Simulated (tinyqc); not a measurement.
# Ion-assisted plasma etching: sheath, surface coverage, synergy and aspect-ratio dependence, step by step

A worked calculation. Computed by tinyqc, a small Python program that keeps every step. Command: `OMP_NUM_THREADS=1 python tinyqc.py 3026779 3026780 out.jsonl etch walk`. One thread of a shared host (Intel(R) Xeon(R) Processor @ 2.30GHz), about 0.05 s of CPU time with the checks. Intermediate numbers are printed to about 7 digits and carried at full precision; extremes and crossings named in words are read from the listed rows.

Radicals adsorb on bare sites; ions remove covered sites with a high yield and bare sites by sputtering; a slow spontaneous reaction acts everywhere, walls included.

Inputs (values chosen for the exercise, close to those used for silicon in a halogen plasma): plasma density n_e = 5.1e+10 1/cm^3; electron temperature T_e = 3.4 eV; ion mass M_i = 71 u; sheath voltage V = 650 V; radical density n = 2.1e+12 1/cm^3; radical mass M_n = 35.5 u; gas temperature T_g = 400 K; sticking coefficient s = 0.11; radicals per removed unit x = 3; yield slope b = 0.13 eV^(-1/2); threshold E_th = 13 eV; sputter slope b_p = 0.015 eV^(-1/2); sputter threshold E_p = 25 eV; spontaneous reaction probability k_c = 0.00045; solid density N = 5e+22 1/cm^3; ion temperature T_i = 0.7 eV; aspect ratio A = 9.3.

Feature: round hole.

Constants: e = 1.602176634e-19 C; u = 1.6605390666e-27 kg; k_B = 1.380649e-23 J/K; eps_0 = 8.8541878128e-12 F/m.

## Fluxes

Bohm speed u_B = sqrt(e T_e/M_i); ion flux G_i = 0.61 n_e u_B; radical flux G_n = n c/4 with c = sqrt(8 k_B T_g/(pi M_n)).

Bohm speed = 214951.7 cm/s

ion flux G_i = 6.687148e+15 1/(cm^2 s)

radical speed c = 48843.07 cm/s

radical flux G_n = 2.564261e+16 1/(cm^2 s)

flux ratio G_n/G_i = 3.834611

## Sheath and ion angles

Debye length lambda_D = sqrt(eps_0 T_e/(e n_s)) with n_s = 0.61 n_e, T_e in volts; Child-law sheath d = (sqrt2/3) lambda_D (2 V/T_e)^(3/4); ion energy E = V + T_e/2; angular spread = arctan(sqrt(T_i/E)).

Debye length = 77.71567 um

sheath thickness = 3167.748 um

ion energy E = 651.7 eV

angular spread = 1.877121 degrees

Caution: a sheath of several millimetres is collisional at usual pressures, which lowers the ion energy and widens the angles.

## Yields

Yields: Y = b (sqrt(E) - sqrt(E_th)) on covered sites, Y_p = b_p (sqrt(E) - sqrt(E_p)) on bare ones (zero below threshold).

yield Y = 2.849972

sputter yield Y_p = 0.3079262

## Open-field etch rate

Steady coverage: s G_n (1 - theta) = x Y G_i theta; removal flux = Y G_i theta + Y_p G_i (1 - theta) + k_c G_n; rate = flux/N, 1 cm/s = 6e8 nm/min. Lateral rate = k_c G_n/N; anisotropy = 1 - lateral/vertical; synergy = vertical/(ions alone + radicals alone), with ions alone Y_p G_i/N and radicals alone the lateral rate.

coverage theta = 0.04701518

vertical rate = 34.43880 nm/min

lateral rate = 0.1384701 nm/min

anisotropy = 0.9959792

synergy = 1.385965

The surface is nearly bare: radicals limit the ion-assisted part, and sputtering gives 68 % of the rate.

## Rate at the floor of the feature

Transmission of a round hole: K = 1/(1 + 3A/4), walls that scatter diffusely without loss. With a loss probability S = s (1 - theta) at the floor, G_b/G_n = K/(K + S - K S); theta follows G_b, and the two are solved together. Ions are taken to reach the floor unshadowed; G_b replaces G_n in every term of the rate; A is depth over diameter.

transmission K = 0.1253918

G_b/G_n = 0.5726824

coverage at the floor = 0.02747679

rate at the floor = 30.39403 nm/min

floor rate over open-field rate = 0.8825518

The lag is 12 %.

## Etch lag against aspect ratio

The formulas are those given above.

Floor of the feature:
```
A              K    G_b/G_n       theta  rate (nm/min)  relative rate
0.5    0.7272727  0.9621113  0.04531456       34.08665      0.9897745
1.0    0.5714286  0.9268764  0.04372759       33.75805      0.9802329
2.0    0.4000000  0.8633647  0.04085369       33.16301      0.9629548
5.0    0.2105263  0.7150807  0.03407611       31.75993      0.9222135
10.0   0.1176471  0.5546227  0.02663338       30.21948      0.8774834
20.0   0.0625000  0.3817524  0.01848547       28.53346      0.8285266
50.0   0.0259740  0.1966427  0.00960809       26.69695      0.7751996
100.0  0.0131579  0.1086245  0.00533039       25.81216      0.7495080
```

K falls by a factor 55.3 over the rows and the rate by 1.32. Among these rows the rate stays within 10 % of the open-field value up to A = 5, with an open-field coverage below one half; sputtering, which needs no radicals, carries much of the rate in the last rows. Caution: rows with A above about 1/(2 tan(ion spread)) or 1/sqrt(k_c), often 10 to 30, are formal: ion shadowing, radical loss on the walls, redeposition of sputtered material and, in fluorocarbon plasmas, polymer growth are left out and add to the lag.

## Yield per ion against the flux ratio

The ion flux is fixed and the radical flux set by the ratio; the removal per ion is the removal flux over G_i.

Open field:
```
G_n/G_i      theta  rate (nm/min)  removal per ion
0.3      0.0038448        25.5049         0.317835
1        0.0127022        27.3370         0.340666
3        0.0371625        32.3988         0.403745
10       0.1139906        48.3237         0.602196
30       0.2784830        82.6004         1.029343
100      0.5626622       143.0974         1.783240
300      0.7942254       197.5558         2.461884
1000     0.9278792       250.0970         3.116638
3000     0.9747455       331.8784         4.135774
```

Coverage reaches one half at G_n/G_i = x Y/s = 77.7. Below that the ion-assisted part follows the radical flux, on top of the sputter floor Y_p = 0.308; above it the ion-assisted part saturates at Y = 2.85 per ion, and the further rise to 4.14 comes from the spontaneous reaction, which costs anisotropy.

Checks made by the program: series form 1/R = 1/(Y G_i) + x/(s G_n) of the ion-assisted part (relative difference below 1e-10).
